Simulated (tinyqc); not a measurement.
Hot electrons in a saturated n-channel MOSFET, lucky-electron model: one step of the calculation.

Beyond pinch-off the lateral field grows as Esat cosh(y/l) over the velocity-saturated region (pseudo-two-dimensional model). Impact ionisation in this region gives the substrate current, which biases the body forward through Rsub. Currents are per width. Local-field laws: they overstate ionisation when the field peak is narrower than an energy relaxation length.

Task. Body bias from the substrate current. Cox = 3.9 eps0/tox. Overdrive g = Vg - VT + kb Vb; Vdsat = g Esat L/(g + Esat L); Id = Cox vs (g - Vdsat); dV = Vd - Id Rd - Vdsat; Em = sqrt((dV/l)^2 + Esat^2); Isub = Id (Ai/Bi) l Em exp(-Bi/Em). Vb(new) = Rsub Isub.

Inputs (values chosen for the exercise); values close to those of silicon n-channel devices:
```
symbol,value,unit,meaning
L,0.35,um,channel length
tox,8.6,nm,oxide thickness
VT,0.56,V,threshold
vs,7.3e6,cm/s,saturation velocity
Ai,2e6,1/cm,ionisation prefactor
Bi,1.7,MV/cm,ionisation field
Rd,400,ohm um,resistance of the lightly doped drain
Rsub,13000,ohm um,substrate resistance
kb,0.31,,fall of VT per volt of forward body bias
Vd,2.8,V,drain voltage
Vg,2,V,gate voltage
```

Constants: eps0 = 8.8541878128e-14 F/cm where lengths are in cm. Results are converted to the units shown.

Vb at the start = 0 V
l = 62.209324 nm
Esat = 0.056153846 MV/cm

Give: Vdsat; Id; dV; Em; Isub; Vb after iteration 1.

Result.

Vdsat = 0.8311 V
Id = 178.5 uA/um
dV = 1.898 V
Em = 0.3101 MV/cm
Isub = 1.687 uA/um
Vb after iteration 1 = 0.02193 V

tinyqc, about 0.01 s, one thread, Intel Xeon 2.30GHz (shared host): `OMP_NUM_THREADS=1 python tinyqc.py 2550130 2550131 out.jsonl`
